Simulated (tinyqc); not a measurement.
## n-type polysilicon, carrier trapping at grain boundaries: effect of the temperature

One-dimensional grains of size Lg, uniform ionised doping N, monovalent traps Qt at each boundary at a depth Et below (for electrons) or above (for holes) the band edge there, abrupt depletion of width W on each side of a boundary, Boltzmann statistics. xi is the distance from the band edge at the grain centre to the Fermi level. Trapped charge Qt/(1 + exp((xi + VB - Et)/Vt)) = 2 N W, barrier VB = q N W^2/(2 eps0 eps_r).

NB is given at 350 K and scales as (T/350 K)^1.5. If the trap equation with xi = Vt ln(NB/N) has a root W < Lg/2, the grain is partly depleted; otherwise W = Lg/2 and the trap equation gives xi = Et - VB + Vt ln(Qt/(N Lg) - 1). N* = Qt/Lg. n0 = NB exp(-xi/Vt); mean density n0 (1 - 2 W/Lg) by charge balance in a partly depleted grain, and n0 (sqrt(pi)/2) erf(u)/u with u = sqrt(VB/Vt) in a fully depleted one; v = sqrt(kB T/(2 pi ms m0)); barrier resistivity Vt exp(VB/Vt)/(q fe n0 v Lg); grain resistivity (1 - 2 W/Lg)/(q n0 mug); effective mobility 1/(q mean density total resistivity). Rows with xi above 0.45 V, towards mid-gap, are left out, since the other carrier type is ignored.

Inputs (values chosen for the exercise); values of the order met in polycrystalline silicon:

| symbol | value | unit | meaning |
|---|---|---|---|
| eps_r | 11.7 |  | relative permittivity |
| NB | 3.53e19 | cm^-3 | conduction-band density of states at the reference temperature |
| Lg | 90 | nm | grain size |
| Qt | 2.6e12 | cm^-2 | trap density of a grain boundary |
| Et | 0.31 | eV | depth of the trap level from the majority band edge at the boundary |
| ms | 0.51 | m0 | mass for thermionic emission |
| fe | 0.12 |  | correction factor of the emission rate |
| mug | 210 | cm^2/(V s) | mobility inside the grains |
| N | 6.4e17 | cm^-3 | doping |

Constants: q = 1.602176634e-19 C, kB = 1.380649e-23 J/K, m0 = 9.1093837015e-31 kg, Vt = kB T/q, eps0 = 8.8541878128e-14 F/cm where lengths are in cm. Results are converted to the units shown.

The same in every row: N/N* = 2.215.

Result of one run:

| depleted share 2 W/Lg | VB (V) | xi (V) | mean density (cm^-3) | resistivity (ohm cm) | effective mobility (cm^2/(V s)) |
|---|---|---|---|---|---|
| 0.4393 | 0.1934 | 0.05465 | 3.588e17 | 3785 | 0.004596 |

Which temperature T gave this result: 200, 280, 400 or 440 K?

T = 200 K.

The whole series:

| T (K) | depleted share 2 W/Lg | VB (V) | xi (V) | mean density (cm^-3) | resistivity (ohm cm) | effective mobility (cm^2/(V s)) |
|---|---|---|---|---|---|---|
| 200 | 0.4393 | 0.1934 | 0.05465 | 3.588e17 | 3785 | 0.004596 |
| 240 | 0.4252 | 0.1812 | 0.07123 | 3.679e17 | 353.1 | 0.04805 |
| 280 | 0.4083 | 0.1671 | 0.08868 | 3.787e17 | 60.88 | 0.2707 |
| 320 | 0.3898 | 0.1523 | 0.1069 | 3.905e17 | 16.03 | 0.9970 |
| 360 | 0.3701 | 0.1373 | 0.1257 | 4.031e17 | 5.697 | 2.717 |
| 400 | 0.3495 | 0.1224 | 0.1451 | 4.163e17 | 2.524 | 5.941 |
| 440 | 0.3280 | 0.1078 | 0.1651 | 4.301e17 | 1.321 | 10.98 |

As T goes from 200 to 440, VB falls from 0.193 to 0.108 V, the resistivity falls from 3780 to 1.32 ohm cm and the effective mobility rises from 0.00460 to 11.0 cm^2/(V s). The activation energy kB ln(rho1/rho2)/(1/T1 - 1/T2) is 0.245 eV between the first two rows and 0.245 eV between the last two; mug is held fixed.

Numbers from tinyqc (`OMP_NUM_THREADS=1 python tinyqc.py 2830208 2830209 out.jsonl`; about 0.01 s on one thread of a shared Intel Xeon 2.30GHz).
